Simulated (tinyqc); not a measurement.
Convergence with cell size: Koster-Slater impurity in a tight-binding band, by Green functions and by supercells. Computed by tinyqc, a small Python program. Command: `OMP_NUM_THREADS=1 python tinyqc.py 3025847 3025848 out.jsonl kosterslater walk`. One thread of a shared host (Intel(R) Xeon(R) Processor @ 2.30GHz), about 0.03 s of CPU time with the checks.

One orbital per site, e(k) = -2 t sum cos(k_i) over 1 direction(s), band from -2 t to 2 t, lattice constant 1. One site has the extra energy U. Spin is left out.

Inputs (values chosen for the exercise, for a model band): hopping t = 0.76 eV; impurity potential U = -0.315 eV.

Lattice: chain.

Method:
- Outside the band G0(E) = sign(E)/sqrt(E^2 - 4 t^2).
- A bound state solves 1/U = G0(E).
- Bisection in ln(distance from the edge) between 1e-5 t and |U| + t. Weight on the impurity site: -1/(U^2 dG0/dE), by a central difference with step min(1e-4 t, distance/30). Decay length along an axis: 1/arccosh(1 + distance/(2 t)).
- In a periodic cell of N sites along each direction with Bloch vector K, the level solves 1/U = N^-d sum_k 1/(E - e(k)), k_i = (2 pi m_i + K_i)/N, m_i = 0..N-1; the outermost root on the side of U is taken (bisection). d is the number of directions. Gamma means K_i = 0, the zone corner K_i = pi, the quarter point K_i = pi/2.
- Even N; errors against the isolated level E_b, set to 0 below 1e-6 t.

level E_b = -1.55230 eV

decay length = 4.85953 sites

Error of the level (eV):
```
N   sites      Gamma      corner  quarter point
4       4  -0.057498  3.0852e-01     5.5238e-02
6       6  -0.032439  1.1778e-01     1.6382e-02
8       8  -0.020257  5.5238e-02     5.9073e-03
12     12  -0.008909  1.6382e-02     9.7201e-04
16     16  -0.004119  5.9073e-03     1.7930e-04
24     24  -0.000869  9.7201e-04     6.5663e-06
```

What does the comparison show, and why?

The error at Gamma falls exponentially, between the last two resolved rows by exp(-0.195) per site against 1/(decay length) = 0.206. Gamma and the corner err in opposite directions. Among the sizes listed an error below 1 meV is first reached at N = 24 at Gamma; at the quarter point N = 12 is enough.

Extremes, crossings and ranges named in words are read from the listed rows.
